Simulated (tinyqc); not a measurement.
Two-step dopant diffusion (predeposition and drive-in) with a constant diffusivity: one step, computed by the program tinyqc. Command: `OMP_NUM_THREADS=1 python tinyqc.py 3011338 3011339 out.jsonl dopdiff walk`. One thread of a shared host (Intel(R) Xeon(R) Processor @ 2.30GHz), about 0.06 s of CPU time with the checks.

Fick diffusion into a half space x > 0 whose background doping C_B is of the opposite type, so that a junction lies where C = C_B.

Question. Exact junction depth. Exact two-step profile: C = (2 C_s/pi) int_0^alpha exp(-beta (1 + u^2))/(1 + u^2) du with alpha = sqrt(D1 t1/(Dt)2), beta = x^2/(4 (D1 t1 + (Dt)2)). The integral takes 48 Gauss-Legendre points; solve C(x) = C_B.

Inputs (values chosen for the exercise, modelled on gallium in silicon):
```
quantity                        value    unit
surface concentration C_s     2.8e+19  1/cm^3
background doping C_B         1.1e+15  1/cm^3
predeposition temperature T1     1050       C
drive-in temperature T2          1075       C
stand-by temperature              700       C
```

product D1 t1 = 1.282647e-11 cm^2

drive-in budget (Dt)2 = 5.287855e-10 cm^2

Give: exact junction depth.

Answer.

exact junction depth = 1.2970 um
